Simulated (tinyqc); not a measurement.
Comparisons within one model: special k points of the hexagonal lattice. A value that a table varies takes the place of the one given here.

Lattice vectors in units of a: a1 = (1, 0), a2 = (-1/2, sqrt(3)/2); reciprocal vectors b_i with a_i . b_j = 2 pi delta_ij. Mesh: k = sum_i f_i b_i with f_i = (2 j_i + shift)/(2 N), j_i = 0 .. N-1. The point group of the lattice has 12 operations; only those that map the mesh onto itself are used.

A_m(k) = sum over the m-th star of lattice vectors R of cos(k . R), stars in order of length: m = 1: |R|^2 = 1, 6 vectors, such as (1, 1) in the basis a_i; m = 2: |R|^2 = 3, 6 vectors, such as (2, 1) in the basis a_i; m = 3: |R|^2 = 4, 6 vectors, such as (2, 2) in the basis a_i; m = 4: |R|^2 = 7, 12 vectors, such as (3, 2) in the basis a_i; m = 5: |R|^2 = 9, 6 vectors, such as (3, 3) in the basis a_i; m = 6: |R|^2 = 12, 6 vectors, such as (4, 2) in the basis a_i. The zone mean of every A_m is zero.

Test function, the lower band of a two-band insulator: E(k) = -sqrt(D^2 + (e0 - t A_1(k))^2).

Values chosen for the exercise: D = 1.91 eV (half gap term); t = 0.64 eV (coupling); e0 = 1.06 eV (offset); N = 6 (points along each reciprocal vector); shift = 1 (half steps).

## Mesh size and shift

Errors of the mean of E against the unshifted mesh with N = 96. The fifth column is |R|^2 of the shortest star with a non-zero mean.

Meshes:
```
mesh        points  irreducible  operations  |R|^2 missed  error (meV)
2 Gamma          4            2          12          4.00     -465.156
2 shifted        4            2           4          4.00      171.893
3 Gamma          9            3          12          9.00       25.862
3 shifted        9            4           4          9.00       -8.875
4 Gamma         16            4          12         16.00       12.630
4 shifted       16            6           4         16.00       -4.315
5 Gamma         25            5          12         25.00       -4.290
5 shifted       25            9           4         25.00        1.456
6 Gamma         36            7          12         36.00       -0.191
6 shifted       36           12           4         36.00        0.060
8 Gamma         64           10          12           >36       -0.079
8 shifted       64           20           4           >36        0.026
10 Gamma       100           14          12           >36        0.019
10 shifted     100           30           4           >36       -0.006
```

reference mean = -2.64348 eV

The shifted mesh has the smaller error for 7 of 7 values of N and the larger for 0. The cheapest mesh within 1 meV is 6 Gamma, with 7 irreducible points. A mesh misses the lattice vectors N (n1 a1 + n2 a2 + ...); the half shift gives each the sign (-1)^(n1 + n2 + ...), so the 6 shortest ones add up to -2 in place of 6. The shift lowers the symmetry; it leaves more irreducible points for N = 3, 4, 5, 6, 8 and 10.

## Gap and mesh density

D takes the values listed; errors against the unshifted mesh with N = 192, for unshifted meshes.

Errors (meV):
```
D (eV)  reference (eV)     N = 2    N = 4   N = 6   N = 8
0.2            -1.7228  -735.441  116.010  -8.679  -5.566
0.4            -1.7734  -709.242   91.300  -5.058  -3.789
0.8            -1.9356  -642.385   52.564  -1.888  -1.493
1.5            -2.3501  -524.244   20.680  -0.413  -0.232
2.5            -3.1076  -395.244    6.702  -0.074  -0.018
4.0            -4.4153  -278.101    1.887  -0.012  -0.001
```

The first listed N from which the error stays below 0.5 meV is none for D = 0.2, none for D = 0.4, none for D = 0.8, 6 for D = 1.5, 6 for D = 2.5, 6 for D = 4 eV. A larger D makes the function smoother, so its Fourier coefficients fall faster with |R|.

## What moves the zone average

Mean of E over the mesh, and its error against the unshifted mesh with N = 96. Each row changes one parameter from the base and keeps the others.

Results:
```
case          mean (eV)  error (meV)  irreducible points
base            -2.6434         0.06                  12
N = 7           -2.6436        -0.15                  16
shift = 0       -2.6437        -0.19                   7
D = 1.337 eV    -2.2422         0.15                  12
t = 0.832 eV    -2.9131        -0.58                  12
```

The largest shifts from the base row, up to three for each result and ties (the steps differ in size, so this ranks the rows, not the parameters). mean (eV): D +0.4012, t -0.2696, shift -0.0003. error (meV): t -0.64, shift -0.25, N -0.21. irreducible points: shift -5, N +4; unchanged at the printed digits by D and t.

Run: tinyqc, `OMP_NUM_THREADS=1 python tinyqc.py 1652047 1652048 out.jsonl`; Intel(R) Xeon(R) Processor @ 2.30GHz, one thread, shared host; about 0.1 s of CPU time with all checks.
